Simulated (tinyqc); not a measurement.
# Short-channel transistor, virtual-source model with series resistance: several studies

The current per gate width is the charge at the top of the source barrier (the virtual source) times its velocity times a saturation function; al and be are fitting constants of the model. Units: I in uA/um, Rs in ohm um, so I Rs = 1e-6 I Rs in volts; Q in uC/cm^2, so I = 1e-4 Q vx0 Fsat with vx0 in cm/s.

Parameters, values chosen for the exercise:
```
symbol   value        unit                                                         meaning
T          300           K                                                     temperature
Cinv      3.16     uF/cm^2                                           inversion capacitance
vx0     1.84e7        cm/s                                  velocity at the virtual source
mu         290  cm^2/(V s)                                               apparent mobility
L           32          nm                                                  channel length
VT0       0.42           V                                 threshold at zero drain voltage
dl       0.053         V/V                                  drain-induced barrier lowering
n0        1.16                                                         subthreshold factor
nd           0         1/V                                  growth of n with drain voltage
al         3.5              threshold shift (in units of Vt) from weak to strong inversion
be         1.6                                                     sharpness of saturation
Rs          70      ohm um                               series resistance of each contact
```

Constants: q = 1.602176634e-19 C, kB = 1.380649e-23 J/K, Vt = kB T/q. Results are converted to the units shown.

Each table varies one quantity; the others keep the values above.

## Effect of the drain-induced barrier lowering on the on and off currents

Intrinsic voltages Vg' = Vgs - I Rs, Vd' = Vds - 2 I Rs. n = n0 + nd Vd', VT = VT0 - dl Vd', Ff = 1/(1 + exp((Vg' - VT + al Vt/2)/(al Vt))), Q = Cinv n Vt ln(1 + exp((Vg' - VT + al Vt Ff)/(n Vt))), Vdsat = (vx0 L/mu)(1 - Ff) + Vt Ff, Fsat = u/(1 + u^be)^(1/be) with u = Vd'/Vdsat, and I = Q vx0 Fsat per width. I is solved self-consistently. Ion is I at Vgs = Vds = 0.6 V, Ioff at Vgs = 0, Vds = 0.6 V, and Rlin = Vds/I at Vgs = 0.6 V, Vds = 0.05 V.

Results:
```
dl (V/V)  Ion (uA/um)  Ioff (nA/um)  log10(Ion/Ioff)  Rlin (ohm um)
0              730.77        2.7974           5.4170         328.02
0.04           795.40        6.1393           5.1125         327.08
0.08           858.01        13.418           4.8058         326.15
0.12           918.57        29.169           4.4982         325.24
0.16           977.09        62.986           4.1907         324.34
0.24           1088.2        285.61           3.5809         322.56
0.28           1140.8        596.80           3.2814         321.69
```

Estimate the missing row, dl = 0.2 V/V.

Computed row:
```
dl (V/V)  Ion (uA/um)  Ioff (nA/um)  log10(Ion/Ioff)  Rlin (ohm um)
0.2            1033.6        134.85           3.8845         323.44
```

With this row back in the table: As dl goes from 0 to 0.28 V/V, Ion rises from 731 to 1140 uA/um, Ioff rises from 2.80 to 597 nA/um and Rlin falls from 328 to 322 ohm um. Ion changes by a factor of 1.56 and Ioff by 213. The off current depends on it through an exponential, the on current about linearly.

## Effect of the series resistance of each contact on the on and off currents

Same model as above.

Effect of the series resistance of each contact on the on and off currents:
```
Rs (ohm um)  Ion (uA/um)  Ioff (nA/um)  log10(Ion/Ioff)  Rlin (ohm um)
0                 1147.0        7.9196           5.1608         184.80
25                999.32        7.9195           5.1010         235.51
50                887.63        7.9195           5.0495         286.24
100               729.18        7.9194           4.9641         387.49
150               621.52        7.9192           4.8948         488.45
200               543.22        7.9191           4.8363         589.18
300               436.30        7.9189           4.7411         790.22
400               366.27        7.9187           4.6651         990.92
```

As Rs goes from 0 to 400 ohm um, Ion falls from 1150 to 366 uA/um, Ioff stays near 7.92 nA/um and Rlin rises from 185 to 991 ohm um. Ion changes by a factor of 0.319 and Ioff by 1.00. The off current drops so little voltage over Rs that it changes by under 1 %.

## Effect of the apparent mobility on the on and off currents

Same model as above.

Effect of the apparent mobility on the on and off currents:
```
mu (cm^2/(V s))  Ion (uA/um)  Ioff (nA/um)  log10(Ion/Ioff)  Rlin (ohm um)
50                    445.26        7.8642           4.7530         1148.6
85                    588.83        7.8937           4.8727         741.00
140                   706.04        7.9086           4.9507         511.64
240                   794.56        7.9174           5.0015         362.98
410                   844.52        7.9222           5.0278         275.46
700                   869.33        7.9250           5.0402         223.04
1200                  880.84        7.9265           5.0458         191.14
2000                  885.78        7.9274           5.0482         172.63
```

Read the table: what changes, and by how much?

As mu goes from 50 to 2000 cm^2/(V s), Ion rises from 445 to 886 uA/um, Ioff rises from 7.86 to 7.93 nA/um and Rlin falls from 1150 to 173 ohm um. Ion changes by a factor of 1.99 and Ioff by 1.01. Below threshold Vdsat is near Vt, so L and mu hardly reach the off current.

Program tinyqc, `OMP_NUM_THREADS=1 python tinyqc.py 2380126 2380127 out.jsonl`; Intel Xeon 2.30GHz, shared host, one thread, about 0.01 s.
